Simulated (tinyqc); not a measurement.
# From order parameter eta back to temperature T

Model: order-disorder in a binary alloy on two sublattices: Bragg-Williams and pair (quasi-chemical) approximations. Computed by tinyqc, a small Python program. Command: `OMP_NUM_THREADS=1 python tinyqc.py 3005235 3005236 out.jsonl order inv`. One thread of a shared host (Intel(R) Xeon(R) Processor @ 2.30GHz), about 0.01 s of CPU time with the checks.

All z = 8 neighbours of a site lie on the other sublattice. B fills the sublattices with x + eta/2 and x - eta/2; energies are per site, from the pure components: u = -z w y with y the probability of an A-B bond taken in one order.

Inputs (values chosen for the exercise, for a model alloy): ordering energy w = (e_AA + e_BB)/2 - e_AB = 17.1 meV; fraction x of B = 0.41.

Lattice: bcc (B2 order, z = 8). Method: Newton steps.

Constants: k_B = 8.617333262e-05 eV/K.

Method. Bragg-Williams: u = -z w [x (1 - x) + eta^2/4]; minimising f gives ln[a (1 - b)/(b (1 - a))] = 2 z w eta/(k_B T) =: ln Q, a = x + eta/2, b = x - eta/2. For given Q this is a quadratic for eta, (Q - 1) eta^2/4 - (Q + 1) eta/2 + (Q - 1) x (1 - x) = 0, smaller root: the map eta -> phi(eta). Newton steps on phi(eta) - eta, with the slope by central differences of 1e-6; start at 0.999 times 2x; stop when |phi - eta| < 1e-10.

Question. A run gave the result below. Find the temperature T, known to lie between 290 and 750 K.

order parameter eta = 0.8067359

Answer.

Each step takes the trial c = (a f_b - b f_a)/(f_b - f_a), f being the result less the target and a, b, c the logarithms of the listed values; c replaces end b, the old b replaces a if the sign of f changed, and otherwise f_a is halved.

Scan of the range:
```
temperature T (K),order parameter eta
290,0.818841
340,0.815589
398,0.806079
466,0.781622
546,0.724384
640,0.596222
750,0.242290
```

False position (Illinois rule, in the logarithm of the input) inside the bracket:
```
step,end a,end b,trial,order parameter eta
1,340.000,398.000,393.693,0.807080
2,398.000,393.693,395.168,0.806743
3,398.000,395.168,395.230,0.806729
4,395.168,395.230,395.200,0.806736
5,395.230,395.200,395.200,0.806736
```

Order parameter eta falls at every point of a 13-point scan of the range (every second point is shown), so one value fits; it is bracketed by 340 and 398. Answer: temperature T = 395.2 K.
